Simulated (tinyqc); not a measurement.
From results back to parameters: polytypes by hexagonality, and a cubic inclusion as a quantum well. Two cases, with inputs chosen for the exercise.

Problem. A square well of depth V with masses m_w inside and m_b outside (first and second entry of m) binds its lowest level at the given depth below the barrier: k tan(k L/2) = (m_w/m_b) q, k = sqrt(m_w E/c), q = sqrt(m_b (V - E)/c), c = hbar^2/2m0. How many double layers wide is it?

Constants: hbar^2/2m0 = 3.80998211 eV angstrom^2.

Case 1.

Values chosen (out of a larger set: of the order of those of InP; not measured data): m = (0.076, 0.083) m0 (electron mass along c in the cubic layer and in the host); d = 3.388 angstrom (thickness of a double layer).

V = 0.12300 eV
depth V - E = 0.02493 eV

Case 2.

Values chosen (out of a larger set: of the order of those of GaAs; not measured data): m = (0.069, 0.062) m0 (electron mass along c in the cubic layer and in the host); d = 3.269 angstrom (thickness of a double layer).

V = 0.11400 eV
depth V - E = 0.03083 eV

Find: k; q; L; N.

Solution. L = (2/k) arctan((m_w/m_b) q/k), and N = L/d.

Case 1.

k = 0.0442 1/angstrom
q = 0.0233 1/angstrom
L = 20.33 angstrom
N = 6.0

Case 2.

k = 0.0388 1/angstrom
q = 0.0224 1/angstrom
L = 29.42 angstrom
N = 9.0

Computed by tinyqc, one run a case: `OMP_NUM_THREADS=1 python tinyqc.py N N+1 out.jsonl` with N = 1880875, 1880876; one thread of a shared Intel(R) Xeon(R) Processor @ 2.30GHz, about 0.08 s a run at most.
